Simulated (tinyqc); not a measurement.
MOS inversion layer, Poisson-Schroedinger loop: course of the self-consistent loop.

Electrons confined at an insulator interface at z = 0, treated as a hard wall; parabolic valleys, Hartree approximation, no image or exchange terms. The depletion charge lies far deeper than the electrons and gives a uniform field q Nd/(eps0 eps_r); the gate balances all charge. Energies are counted from the band edge at the interface.

V0 = q Nd z/(eps0 eps_r) in eV.

Tridiagonal Hamiltonian with psi = 0 one step beyond both ends: H_ii = C (1/m_(i-1/2) + 1/m_(i+1/2))/hz^2 + V0_i + U_i (+ dE for the set B), H_(i,i+1) = -C/(m_(i+1/2) hz^2), C = hbar^2/(2 m0). The lowest 2 level(s) of each valley set are kept, normalised to hz sum |psi|^2 = 1. The mass is the same on all intervals.

Level k holds N_k = D_k Vt ln(1 + exp((EF - E_k)/Vt)) with D = md1 m0 q/(pi hbar^2) for the set A, D = 3 md2 m0 q/(pi hbar^2) for the set B per eV (spin included); EF is fixed by sum N_k = Ns.

n_i = sum_k N_k |psi_k|^2 (converted to cm^-3). Hartree part by Gauss: on the interval before node i the electrons still beyond are S_i = Ns - hz sum_(j<i) n_j, and U_i = U_(i-1) + q S_i hz/(eps0 eps_r) in eV, U_0 = 0 at the interface. Mixing: U(new) = U + a (U(out) - U).

Start from U = 0. Stop when the largest |U(out) - U| is below 1e-7 eV, or after 40 rounds.

Parameters, values chosen for the exercise; masses and permittivity close to those of germanium (111): temperature T = 300 K; relative permittivity eps_r = 15.8; mass along z of valley set A (1 valley(s)) mz1 = 1.56 m0; in-plane density-of-states mass of set A md1 = 0.0829 m0; mass along z of valley set B (3 valley(s)) mz2 = 0.0915 m0; in-plane density-of-states mass of set B md2 = 0.344 m0; sheet density of electrons Ns = 1.3e13 cm^-2; sheet density of depletion charge Nd = 6.1e10 cm^-2; extra shift of set B (strain) dE = 0 eV; mesh step hz = 1.2 nm; mixing factor a = 1.

Constants: q = 1.602176634e-19 C, kB = 1.380649e-23 J/K, hbar = 1.054571817e-34 J s, m0 = 9.1093837015e-31 kg, Vt = kB T/q, eps0 = 8.8541878128e-14 F/cm where lengths are in cm, hbar^2/(2 m0) = 0.0380998212 eV nm^2. Results are converted to the units shown.

```
node,z (nm)
1,1.2
2,2.4
3,3.6
4,4.8
5,6
6,7.2
7,8.4
8,9.6
9,10.8
10,12
11,13.2
12,14.4
13,15.6
14,16.8
15,18
16,19.2
```

Course of the iteration:
```
round,level A1 (eV),EF (eV),largest |U(out) - U| (eV)
1,0.00531291,0.0183410,1.40
2,0.211803,0.444249,1.16
3,0.207967,0.252661,0.991
4,0.211591,0.430089,0.981
5,0.208600,0.261532,0.944
6,0.211545,0.427237,0.942
7,0.208711,0.263455,0.933
8,0.211535,0.426580,0.932
9,0.208735,0.263910,0.930
...,...,...,...
32,0.211531,0.426371,0.929
33,0.208743,0.264055,0.929
34,0.211531,0.426371,0.929
35,0.208743,0.264055,0.929
36,0.211531,0.426371,0.929
37,0.208743,0.264055,0.929
38,0.211531,0.426371,0.929
39,0.208743,0.264055,0.929
40,0.211531,0.426371,0.929
```

Did this iteration meet its convergence test, and what does its course show?

No. Not converged within 40 rounds: the residual has levelled off at one value. The lowest level moves up and down in turn: each round overcorrects the one before. Reruns converge within the same cap with Anderson mixing of depth 4 with a = 0.5 (18 rounds) and with plain mixing with a = 0.5 (22 rounds).

Numbers from tinyqc (`OMP_NUM_THREADS=1 python tinyqc.py 2160091 2160092 out.jsonl`; about 1 s on one thread of a shared Intel Xeon 2.30GHz).
